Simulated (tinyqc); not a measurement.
Worked calculation: CIS and TDHF on RHF in the sto-3g basis, for H2, spin multiplicity 1. One step of it, computed by the program tinyqc.

Question. CIS matrix, singlets. A(ia,jb) = (e_a - e_i) d_ij d_ab + 2 (ia|jb) - (ij|ab).

orbital energies (hartree): [-0.542283, 0.584025]

Two-electron integrals over orbitals (pq|rs), unique and non-zero (hartree):
```
(11|11) 0.657273   (21|21) 0.186496   (22|11) 0.648101   (22|22) 0.681150
```

Give: CIS matrix A, singlet.

Answer.

CIS matrix A, singlet (hartree), order 1>2:
```
[[0.8512]]
```
